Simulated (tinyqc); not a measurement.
Thickness from two neighbouring fringes.

Problem. At normal incidence a transparent film with an index between those of air and substrate, taken as constant, has reflectance minima at 2 n1 d = (m + 1/2) lam (small phase shifts at the substrate neglected). Find d and the order m of the shorter wavelength.

Inputs (values chosen for the exercise):

| symbol | value | unit | meaning |
|---|---|---|---|
| n1 | 2.399 |  | index of the transparent film |

wavelengths of two neighbouring reflectance minima (nm): 519  613.36364

Solution. Neighbouring orders differ by one: 2 n1 d (1/lam1 - 1/lam2) = 1.

d = 703 nm
m = 6

Program tinyqc, `OMP_NUM_THREADS=1 python tinyqc.py 2870209 2870210 out.jsonl`; Intel Xeon 2.30GHz, shared host, one thread, about 0.4 s.
